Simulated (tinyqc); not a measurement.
Slow cooling against a quench: self-consistent Fermi level with native defects, at growth and after a quench. Computed by tinyqc, a small Python program. Command: `OMP_NUM_THREADS=1 python tinyqc.py 3000628 3000629 out.jsonl scfermi walk`. One thread of a shared host (Intel(R) Xeon(R) Processor @ 2.30GHz), about 0.04 s of CPU time with the checks.

Energies are counted from the top of the valence band (VBM); when the gap shrinks with temperature the conduction band moves and the levels stay. The added dopant is taken as fully ionised. D and A draw on one reservoir with opposite signs, as the two vacancies of a compound do.

Inputs (values chosen for the exercise, for a model semiconductor):
```
quantity                                value   unit
gap E_g at 300 K                         2.84     eV
slope -dE_g/dT above 300 K            0.00032   eV/K
electron mass m_e                       0.342    m_0
valleys M_c                                 3      -
hole mass m_h                            1.77    m_0
E_f of the neutral native donor D       2.053     eV
E_f of the neutral native acceptor A    6.054     eV
shift s of the chemical potential     -0.0011     eV
site density N_s                        2e+22  cm^-3
dopant density N_X                    4.9e+17  cm^-3
growth temperature T_g                   1420      K
temperature of use T                      300      K
```

Added shallow dopant: donor.

levels of D above the VBM, most positive state first (eV): 1.9  1.98

levels of A above the VBM, (0/-1) first (eV): 0.234  0.885  0.962

Constants: m_0 = 9.1093837015e-31 kg; k_B = 1.380649e-23 J/K; h = 6.62607015e-34 J s; k_B = 8.617333262e-05 eV/K.

Method:
- E_f(D, 0) = input + s and E_f(A, 0) = input - s; E_f(q, E_F = 0) follows from the levels, eps(q/q-1) = E_f(q - 1) - E_f(q) at E_F = 0.
- E_g(T) = E_g - slope x max(0, T - 300 K).
- N_c = 2 M_c (2 pi m_e k_B T/h^2)^(3/2) and N_v = 2 (2 pi m_h k_B T/h^2)^(3/2), masses in units of m_0.
- At growth T = T_g.
- n = N_c F_1/2((E_F - E_g)/k_B T), p = N_v F_1/2(-E_F/k_B T).
- F_1/2(eta) = (2/sqrt(pi)) int_0^infinity sqrt(x)/(1 + exp(x - eta)) dx, by the trapezoid rule in t = sqrt(x) with step 0.02 up to t = 12 (for eta < -12 by exp(eta) - exp(2 eta)/2^(3/2)).
- In equilibrium c_q = N_s exp(-(E_f(q, 0) + q E_F)/k_B T).
- Net charge = p - n + sum q c_q + N_X; the log ratio is ln(positive charge/negative charge).
- E_F is the root of the log ratio, by 50 bisections between -0.5 eV and E_g + 0.5 eV.
- After a quench the totals of D and A stay as grown, and each is shared among its charge states with weights exp(-(E_f(q, 0) + q E_F)/k_B T).
- Each E_F by bisection; full equilibrium lets the defects form and vanish at every T.

E_f(q, E_F = 0) (eV): D(+2) -1.8281, D(+1) 0.0719, D(0) 2.0519, A(0) 6.0551, A(-1) 6.2891, A(-2) 7.1741, A(-3) 8.1361

total D = 1.93394e+16 cm^-3

total A = 2.69439e+12 cm^-3

Two histories (densities in cm^-3):
```
T (K)  E_F, equilibrium (eV)           n           p  all defects  E_F, frozen (eV)   n, frozen   p, frozen
1200                  1.9829  4.9005e+17  2.2215e+12   1.2919e+14            1.9859  5.0450e+17  2.1578e+12
970                   2.1922  4.8953e+17  1.3992e+09   1.5862e+14            2.1926  4.9148e+17  1.3936e+09
750                   2.3840  4.7535e+17  2.2311e+04   4.8822e+15            2.3860  4.9003e+17  2.1641e+04
520                   2.5308  1.6646e+17  3.9923e-05   1.0785e+17            2.5794  4.8999e+17  1.3518e-05
300                   2.6110  2.1446e+15  8.0909e-25   1.6262e+17            2.7517  4.8999e+17  3.5009e-27
```

What follows from these numbers?

At 300 K equilibrium would leave 1.63e17 defects per cm^3 against 1.93e16 frozen in, and E_F differs by +0.141 eV. The majority density of the quenched sample is 230 times the equilibrium one. Real samples lie between, set by the temperature at which diffusion stops.
